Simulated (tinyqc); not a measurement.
# Minimum-mode following (dimer method) and harmonic rate on a two-dimensional model surface, step by step

A worked calculation. Computed by tinyqc, a small Python program that keeps every step. Command: `OMP_NUM_THREADS=1 python tinyqc.py 3010802 3010803 out.jsonl dimer walk`. One thread of a shared host (Intel(R) Xeon(R) Processor @ 2.30GHz), about 0.01 s of CPU time with the checks. Intermediate numbers are printed to about 6 digits and carried at full precision; extremes and crossings named in words are read from the listed rows.

V(x, y) = h u^2 + t x + (kappa/2)(y + c u)^2 with u = x^2/w^2 - 1; the path runs from the minimum near (-w, 0) to that near (w, 0).

Inputs (values chosen for the exercise, for a model surface):

| quantity | value | unit |
|---|---|---|
| height h | 1.1 | eV |
| half width w | 1 | angstrom |
| transverse stiffness kappa | 2.3 | eV/angstrom^2 |
| curvature c | 0.82 | angstrom |
| tilt t | 0.28 | eV/angstrom |
| start as a fraction of the way from minimum to saddle | 0.76 | - |
| offset of the start in y | 0.12 | angstrom |
| first angle of the dimer | 30 | degrees |
| half length delta | 0.01 | angstrom |
| step factor eta | 0.03 | angstrom^2/eV |
| mass M | 200 | u |
| temperature T | 700 | K |

Surface: curved double well.

Constants: nu for 1 eV/(angstrom^2 u) = 15.6333042 THz; k_B = 8.617333262e-05 eV/K.

## Stationary points

Newton steps x(new) = x - H^-1 grad V (moves limited to 0.3 angstrom) from (-w, 0), (w, 0) and (0, c) give the two minima and the saddle.

positions (angstrom):
```
               x         y
start   -1.03042  -0.05064
end      0.96652   0.05399
saddle   0.06390   0.81665
```

energies (eV): start -0.28432, end 0.27539, saddle 1.10893

barrier from the start = 1.39325 eV

## Starting point

R0 = start minimum + fraction x (saddle - minimum) + (0, offset); in practice such a guess comes from a displaced minimum.

R at the start (angstrom): -0.198738  0.728502

phi at the start = 30 degrees

## Dimer step 1

Dimer at R with unit axis N = (cos phi, sin phi) and normal T = (-sin phi, cos phi). Gradients g at R +/- delta N and at R +/- delta T give H N and H T by central differences, (g+ - g-)/(2 delta). With C_N = N.H N, C_T = T.H T and b = T.H N, rotate by theta = (1/2) atan2(-2b, C_T - C_N), the angle of least curvature C = (C_N + C_T)/2 - sqrt((C_N - C_T)^2/4 + b^2). Translate along F = -g + 2 (g.N) N if C < 0, else along F = (g.N) N, with the new axis: R(new) = R + eta F, the move limited to 0.2 angstrom.

C_N, C_T, b (eV/angstrom^2): -2.96674  1.40993  2.29112

rotation theta = -23.1572 degrees

phi after step 1 = 6.84281 degrees

least curvature C = -3.94669 eV/angstrom^2

gradient g (eV/angstrom): 1.16422  -0.13596

effective force F (eV/angstrom): 1.09900  0.40754

R after step 1 (angstrom): -0.165768  0.740728

The curvature is negative, so the force along the axis is inverted.

## Dimer step 2

The formulas are those given above.

C_N, C_T, b (eV/angstrom^2): -4.13793  2.35735  0.14728

rotation theta = -1.29828 degrees

phi after step 2 = 5.54453 degrees

least curvature C = -4.14127 eV/angstrom^2

gradient g (eV/angstrom): 1.02481  -0.13050

effective force F (eV/angstrom): 0.980581  0.325171

R after step 2 (angstrom): -0.136351  0.750483

The curvature is negative, so the force along the axis is inverted.

## All steps

R0 = start minimum + fraction x (saddle - minimum) + (0, offset). Stop when |g| is below 1e-5 eV/angstrom, after 150 steps at most.

Course of the dimer:

| step | x (angstrom) | y (angstrom) | E above the start (eV) | C (eV/angstrom^2) | \|g\| (eV/angstrom) |
|---|---|---|---|---|---|
| 1 | -0.198738 | 0.728502 | 1.24752 | -3.94669 | 1.17213e+00 |
| 2 | -0.165768 | 0.740728 | 1.28199 | -4.14127 | 1.03309e+00 |
| 3 | -0.136351 | 0.750483 | 1.30901 | -4.28373 | 9.05348e-01 |
| 4 | -0.110357 | 0.758360 | 1.32986 | -4.38392 | 7.90143e-01 |
| 5 | -0.087546 | 0.764804 | 1.34576 | -4.45132 | 6.87665e-01 |
| 6 | -0.067620 | 0.770149 | 1.35780 | -4.49408 | 5.97413e-01 |
| 7 | -0.050271 | 0.774644 | 1.36685 | -4.51880 | 5.18487e-01 |
| 8 | -0.035195 | 0.778474 | 1.37363 | -4.53062 | 4.49800e-01 |
| 9 | -0.022112 | 0.781780 | 1.37870 | -4.53344 | 3.90219e-01 |
| ... | ... | ... | ... | ... | ... |
| 127 | 0.063897 | 0.816645 | 1.39325 | -4.32889 | 1.65527e-05 |
| 128 | 0.063897 | 0.816645 | 1.39325 | -4.32889 | 1.54062e-05 |
| 129 | 0.063897 | 0.816646 | 1.39325 | -4.32889 | 1.43391e-05 |
| 130 | 0.063897 | 0.816646 | 1.39325 | -4.32889 | 1.33459e-05 |
| 131 | 0.063897 | 0.816647 | 1.39325 | -4.32889 | 1.24215e-05 |
| 132 | 0.063897 | 0.816647 | 1.39325 | -4.32888 | 1.15612e-05 |
| 133 | 0.063897 | 0.816647 | 1.39325 | -4.32888 | 1.07604e-05 |
| 134 | 0.063897 | 0.816648 | 1.39325 | -4.32888 | 1.00151e-05 |
| 135 | 0.063897 | 0.816648 | 1.39325 | -4.32888 | 9.32145e-06 |

final position (angstrom): 0.063897  0.816648

steps = 135

final |g| = 9.32145e-06 eV/angstrom

Converged in 135 steps on the saddle found by Newton steps.

## Curvatures and frequencies

Diagonalise the Hessian at the start minimum and at the saddle; nu = 15.6333042 THz x sqrt(|lambda|/M).

Hessian at the minimum (eV/angstrom^2):
```
         1        2
1  16.1833  -3.8867
2  -3.8867   2.3000
```

Hessian at the saddle (eV/angstrom^2):
```
          1        2
1  -4.32085  0.24102
2   0.24102  2.30000
```

eigenvalues at the minimum (eV/angstrom^2): 1.2860  17.1974

eigenvalues at the saddle (eV/angstrom^2): -4.32961  2.30876

frequencies at the minimum (THz): 1.25357  4.58423

frequencies at the saddle (the first is imaginary) (THz): 2.30017  1.67968

## Harmonic rate

Vineyard prefactor nu* = nu1 nu2 (minimum)/nu2 (saddle); k = nu* exp(-E_b/(k_B T)).

prefactor nu* = 3.42129 THz

rate k = 318.597 1/s

Checks made by the program: energy at the dimer end point against that of the Newton saddle (relative difference below 1e-10).
